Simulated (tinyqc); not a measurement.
Fully depleted semiconductor-on-insulator film with two gates, non-linear Poisson equation by Newton steps: one step of the calculation.

One dimension across the film, front interface at x = 0, back interface at x = ts. psi is counted from the intrinsic level, n = ni exp(psi/Vt) (source grounded), holes neglected, acceptors ionised. Gates act through Cox = eps0 eox/tox and Cbox = 3.9 eps0/tb with potentials G1 = Vg - (phiM - chi - Vt ln(Nc/ni)) and G2 = Vb - (phiB - chi - Vt ln(Nc/ni)). Classical Boltzmann densities, no interface charge, no depletion in the back plane.

Task. Electron sheet density, centroid and oxide fields. n_i = ni exp(psi_i/Vt); N_inv = sum w_i n_i with w = ts/10, halved at the ends; centroid sum w n x/N_inv; fields (G1 - psi_0)/tox and (G2 - psi_10)/tb.

Values chosen for this exercise; band and dielectric values close to those of silicon:
- T = 250 K (temperature)
- tox = 3.6 nm (insulator thickness)
- ts = 20 nm (film thickness)
- tb = 20 nm (buried-oxide thickness (eps_r 3.9))

Constants: q = 1.602176634e-19 C, kB = 1.380649e-23 J/K, Vt = kB T/q. Results are converted to the units shown.

converged psi, node 0 to 10 (V): 0.56017745  0.50772379  0.46449907  0.42260179  0.38097992  0.33948331  0.29809024  0.25679755  0.21560478  0.17451185  0.13351876
ni = 8.5114561e7 cm^-3
G1 = 0.85572182 V
G2 = -1.0842782 V

Wanted: n; N_inv; centroid; field in the front oxide; field in the buried oxide.

Result.

n, node 0 to 10 (cm^-3): 1.6699e19  1.4631e18  1.9674e17  2.8137e16  4.0759e15  5.9386e14  8.6944e13  1.2788e13  1.8898e12  2.8055e11  4.1843e10
N_inv = 2.0084e12 cm^-2
centroid = 0.39053 nm
field in the front oxide = 0.82096 MV/cm
field in the buried oxide = -0.60890 MV/cm

The centroid lies at 0.020 of the film, near the front interface.

tinyqc, about 0.4 s, one thread, Intel Xeon 2.30GHz (shared host): `OMP_NUM_THREADS=1 python tinyqc.py 2190086 2190087 out.jsonl`
